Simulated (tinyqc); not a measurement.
Carrier lifetime from Shockley-Read-Hall, radiative, Auger and surface recombination. From one set of inputs to another, one input at a time. Computed by tinyqc, a small Python program. Command: `OMP_NUM_THREADS=1 python tinyqc.py 3005512 3005513 out.jsonl lifetime ladder`. One thread of a shared host (Intel(R) Xeon(R) Processor @ 2.30GHz), about 0.02 s of CPU time with the checks.

Energies are counted from the top of the valence band. Boltzmann statistics, full ionisation, and equal excess densities of electrons and holes.

The inputs printed are set A. Inputs not listed in the table keep their values of set A, so the rows need not describe a real material.

Inputs (values chosen for the exercise, for a model semiconductor):

| quantity | value | unit |
|---|---|---|
| gap E_g | 2.29 | eV |
| electron mass m_e | 0.156 | m_0 |
| valleys M_c | 1 | - |
| hole mass m_h | 0.585 | m_0 |
| temperature T | 250 | K |
| doping N | 1.5e+15 | cm^-3 |
| trap level E_t | 1.34 | eV |
| trap density N_t | 4.1e+12 | cm^-3 |
| electron cross-section sigma_n | 7.7e-17 | cm^2 |
| hole cross-section sigma_p | 1.2e-16 | cm^2 |
| radiative coefficient B | 2.7e-10 | cm^3/s |
| Auger coefficient C_n | 1.2e-31 | cm^6/s |
| Auger coefficient C_p | 4.5e-30 | cm^6/s |
| excess density dn | 7.1e+14 | cm^-3 |
| generation rate G | 4.5e+19 | cm^-3 s^-1 |
| diffusion coefficient D | 2.1 | cm^2/s |
| surface velocity S | 21 | cm/s |
| thickness W | 3.3 | micrometre |

Doping: n-type. Surface term: two equal surfaces.

Constants: m_0 = 9.1093837015e-31 kg; k_B = 1.380649e-23 J/K; h = 6.62607015e-34 J s; k_B = 8.617333262e-05 eV/K.

Method:
- N_c = 2 M_c (2 pi m_e k_B T/h^2)^(3/2) and N_v = 2 (2 pi m_h k_B T/h^2)^(3/2), masses in units of m_0.
- n_i = sqrt(N_c N_v) exp(-E_g/2 k_B T); majority density N/2 + sqrt(N^2/4 + n_i^2), minority density n_i^2 over it.
- v = sqrt(3 k_B T/m) with m_e or m_h; tau_n0 = 1/(sigma_n v_n N_t), tau_p0 = 1/(sigma_p v_p N_t); n1 = N_c exp(-(E_g - E_t)/k_B T), p1 = N_v exp(-E_t/k_B T).
- The slowest diffusion mode has x tan x = S W/(2 D) with 0 < x < pi/2 (bisection), and tau_s = W^2/(4 x^2 D). The common approximation is W/(2 S) + W^2/(pi^2 D).
- With n = n_0 + dn, p = p_0 + dn and U/dn = 1/tau: (n p - n_i^2)/dn = n_0 + p_0 + dn = s; 1/tau_SRH = s/[tau_p0 (n + n1) + tau_n0 (p + p1)]; 1/tau_rad = B s; 1/tau_Aug = (C_n n + C_p p) s; the rates add, with 1/tau_s.
- Radiative efficiency = tau_eff/tau_rad; effective diffusion length = sqrt(D tau_eff).
- dn solves dn/tau_eff(dn) = G (60 bisections in ln dn between 1e-2 and 1e22 cm^-3); the splitting of the quasi-Fermi levels is k_B T ln(n p/n_i^2).

Each row keeps all changes above it:

| input moved | from | to | effective lifetime at dn (s) | quasi-Fermi splitting under G (eV) | effective diffusion length at dn (micrometre) |
|---|---|---|---|---|---|
| set A | - | - | 1.371e-06 | 1.898 | 16.97 |
| diffusion coefficient D (cm^2/s) | 2.1 | 23 | 1.371e-06 | 1.898 | 56.15 |
| surface velocity S (cm/s) | 21 | 10000 | 1.673e-08 | 1.797 | 6.20 |
| temperature T (K) | 250 | 400 | 1.673e-08 | 1.452 | 6.20 |
| thickness W (micrometre) | 3.3 | 2.8 | 1.416e-08 | 1.446 | 5.71 |
| trap level E_t (eV) | 1.34 | 2.08 | 1.416e-08 | 1.446 | 5.71 |
| radiative coefficient B (cm^3/s) | 2.7e-10 | 4.5e-15 | 1.428e-08 | 1.446 | 5.73 |
| Auger coefficient C_p (cm^6/s) | 4.5e-30 | 2.6e-30 | 1.428e-08 | 1.446 | 5.73 |

Effective lifetime at dn goes from 1.37e-6 to 1.43e-8, a factor 0.0104 in all. The largest single move comes from surface velocity S (a factor 0.0122). quasi-Fermi splitting under G goes from 1.90 to 1.45, a factor 0.762 in all. The largest single move comes from temperature T (a factor 0.808). Effective diffusion length at dn goes from 17.0 to 5.73, a factor 0.338 in all. The largest single move comes from surface velocity S (a factor 0.110), and diffusion coefficient D works against it (a factor 3.31). The single moves hold for this order of the switches; the total does not depend on the order.

Caution (all rows): beyond low injection D should be the ambipolar coefficient. Caution (rows radiative coefficient B, Auger coefficient C_p): B does not suit these bands: it is usually near 1e-10 cm^3/s for a direct gap and 1e-14 for an indirect one.

Extremes, crossings and ranges named in words are read from the listed rows.
